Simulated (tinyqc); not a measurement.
# Schottky diode by thermionic emission with image-force lowering and series resistance: two studies

Metal on an n-type semiconductor with one parabolic valley; V > 0 is forward bias (metal positive). I = I0 [exp(Vj/(n Vt)) - 1] with Vj = V - I Rs; I0 = S A* T^2 exp(-(phi - dphi)/Vt), the lowering dphi taken at zero bias.

Values chosen for this exercise; band and dielectric values those of a made-up semiconductor:
- T = 300 K (temperature)
- me = 0.224 m0 (electron mass)
- eps_r = 10.9 (relative permittivity)
- phi = 1.1 eV (barrier height seen from the metal)
- Nd = 2e15 cm^-3 (donor density)
- S = 0.0024 cm^2 (area)
- n = 1.06 (ideality factor)
- Rs = 13 ohm (series resistance)

Constants: q = 1.602176634e-19 C, kB = 1.380649e-23 J/K, h = 6.62607015e-34 J s, m0 = 9.1093837015e-31 kg, Vt = kB T/q, eps0 = 8.8541878128e-14 F/cm where lengths are in cm. Results are converted to the units shown.

Each table varies one quantity; the others keep the values above.

## Effect of the doping on the lowering

A* = 4 pi q me m0 kB^2/h^3 (times 1e-4 for A/(cm^2 K^2)); Nc = 2 (2 pi me m0 kB T/h^2)^1.5 (times 1e-6 for cm^-3); xi = Vt ln(Nc/Nd), Vbi = phi - xi; surface field Em = sqrt(2 q Nd (Vbi - V - Vt)/(eps0 eps_r)); dphi = sqrt(q Em/(4 pi eps0 eps_r)). Here V = 0 in Em.

Effect of the doping on the lowering:
```
Nd (cm^-3)  Vbi (V)  Em (kV/cm)  dphi (meV)      I0 (A)
1.4e14      0.84530      6.1717      9.0295  2.7353e-15
5.3e14      0.87971      12.258      12.725  3.1557e-15
2e15        0.91404      24.286      17.912  3.8568e-15
7.8e15      0.94923      48.901      25.417  5.1559e-15
3e16        0.98405      97.695      35.925  7.7417e-15
1.2e17       1.0199      199.01      51.274  1.4018e-14
4.5e17       1.0541      391.95      71.958  3.1200e-14
```

dphi rises from 9.03 to 72.0 meV, as Nd^(0.26) (1/4 at fixed Vbi), and I0 grows by a factor of 11.4. Emission limits the current only if the drift velocity at the surface is well above A* T^2/(q Nc) = 5.68e6 cm/s; with a mobility of 1030 cm^2/(V s) it is less than three times that in 2 of the rows, where I0 is overstated.

## Current against voltage

Same model as above.

The apparent ideality is (dV/d ln I)/Vt.

Current against voltage:
```
V (V)       I (A)    Vj (V)  apparent ideality
0.05   2.0057e-14  0.050000            0.88904
0.2    5.6965e-12   0.20000             1.0593
0.36    1.9572e-9   0.36000             1.0600
0.51    4.6644e-7   0.50999             1.0602
0.66    1.0577e-4   0.65863             1.1132
0.82    0.0045051   0.76143             3.3254
0.97     0.013699   0.79191             7.9488
1.12     0.024051   0.80733             13.154
1.28     0.035536   0.81803             18.930
1.43     0.046507   0.82540             24.447
```

I rises from 2.01e-14 to 0.0465 A, and the apparent ideality rises from 0.889 to 24.4, against n = 1.06. It starts below n because the -1 in the diode law still counts there. From V = 0.82 V on, I Rs exceeds n Vt and the resistance bends the curve.

tinyqc, about 0.01 s, one thread, Intel Xeon 2.30GHz (shared host): `OMP_NUM_THREADS=1 python tinyqc.py 2640008 2640009 out.jsonl`
